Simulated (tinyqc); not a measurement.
Full result against the linear law: strain, valley repopulation and piezoresistance in a many-valley conduction band. Computed by tinyqc, a small Python program. Command: `OMP_NUM_THREADS=1 python tinyqc.py 3016772 3016773 out.jsonl valleys walk`. One thread of a shared host (Intel(R) Xeon(R) Processor @ 2.30GHz), about 0.03 s of CPU time with the checks.

Valleys are ellipsoids with mass m_l along the axis a and m_t across it, parabolic, with one constant relaxation time; strain shifts the valleys and leaves the masses alone. Currents are taken along [110], along the load, and along [001], across the load.

Inputs (values chosen for the exercise, modelled on silicon):
```
quantity                               value    unit
longitudinal mass m_l                  0.894     m_0
transverse mass m_t                    0.194     m_0
shear deformation potential Xi_u        8.95      eV
dilation deformation potential Xi_d      1.1      eV
C11                                      167     GPa
C12                                     63.7     GPa
C44                                       79     GPa
electron density n                   1.6e+19  1/cm^3
relaxation time tau                      330      fs
temperature T                            150       K
```

Valley axes: <100> (6 valleys in 3 pairs). Load: uniaxial [110].

Constants: k_B = 8.617333262e-05 eV/K; m_0 = 9.1093837015e-31 kg; k_B = 1.380649e-23 J/K; hbar = 1.054571817e-34 J s; e = 1.602176634e-19 C.

Method:
- Each of the 6 valleys holds n_v = N_v (2/sqrt(pi)) F_1/2((E_F - dE_v)/(k_B T)), N_v = 2 (m_d k_B T/(2 pi hbar^2))^(3/2), m_d = (m_l m_t^2)^(1/3); E_F solves sum n_v = n and is counted from the unstrained edge.
- F_j(eta) = int_0^infinity x^j/(1 + exp(x - eta)) dx, without a gamma-function factor. It is evaluated after integrating by parts.
- Integrals over x = E/(k_B T) use 160 Gauss-Legendre points in u = sqrt(x) from 0 to sqrt(max(eta, 0) + 32).
- With eta_0 the reduced Fermi level without strain, r = F_-1/2(eta_0)/(2 F_1/2(eta_0)) (1 for a classical gas) and c = r (Xi_u/k_B T) (m_l - m_t)/(2 m_l + m_t): pi11 = -(2/3) c (S11 - S12), pi12 = -pi11/2, pi44 = 0, with S11 - S12 = 1/(C11 - C12).
- Compliances S11 = (C11 + C12)/((C11 - C12)(C11 + 2 C12)), S12 = -C12/((C11 - C12)(C11 + 2 C12)), S44 = 1/C44; stress sigma_ij = X n_i n_j for the unit vector n of the load; e_xx = S11 sigma_xx + S12 (sigma_yy + sigma_zz), e_xy = S44 sigma_xy/2 (tensor strain).
- Herring-Vogt shift of a valley with unit axis a: dE = Xi_d tr(e) + Xi_u a.e.a.
- Mobility tensor mu = e tau sum_v (n_v/n) [1/m_t + (1/m_l - 1/m_t) a a^T]; unstrained mu_0 = e tau (1/m_l + 2/m_t)/3; resistivity along d from the inverse tensor, rho_d = d.mu^-1.d/(n e), mobility along d = 1/(d.mu^-1.d); gauge pi_d = (rho_d/rho_0 - 1)/X.
- Linear theory: pi_l = (pi11 + pi12 + pi44)/2, pi_t = pi12 along [001].

pi11 = -101.519 1e-11/Pa

pi12 = 50.7595 1e-11/Pa

pi44 = 0 1e-11/Pa

Resistance changes (%); at 2000 MPa the strain is near or above 1 %, where band warping, left out here, matters:
```
X (MPa)  splitting (meV)  largest share  first direction   linear  second direction   linear
-2000             86.641        0.49929           21.336   50.759            -26.02  -101.52
-1000             43.320        0.48212           18.715   25.380            -23.97   -50.76
-400              17.328        0.41698            9.725   10.152            -15.06   -20.30
-150               6.498        0.36782            3.792    3.807             -6.81    -7.61
-50                2.166        0.34516            1.269    1.269             -2.45    -2.54
50                 2.166        0.35756           -1.267   -1.269              2.63     2.54
150                6.498        0.40738           -3.775   -3.807              8.51     7.61
400               17.328        0.53607           -9.699  -10.152             27.36    20.30
1000              43.320        0.81386          -20.291  -25.380            103.72    50.76
2000              86.641        0.98793          -25.749  -50.759            226.34   101.52
```

Along the first direction the linear law holds within 10 % for 6 of the 10 stresses, at -400, -150, -50.0, 50.0, 150, 400 MPa. At the largest compression the full change is +21.3 % against the linear +50.8 %, at the largest tension -25.7 % against -50.8 %: once the splitting is comparable with k_B T (or E_F) the populations no longer follow it linearly, and the change must saturate when the upper valleys are empty.

Extremes, crossings and ranges named in words are read from the listed rows.
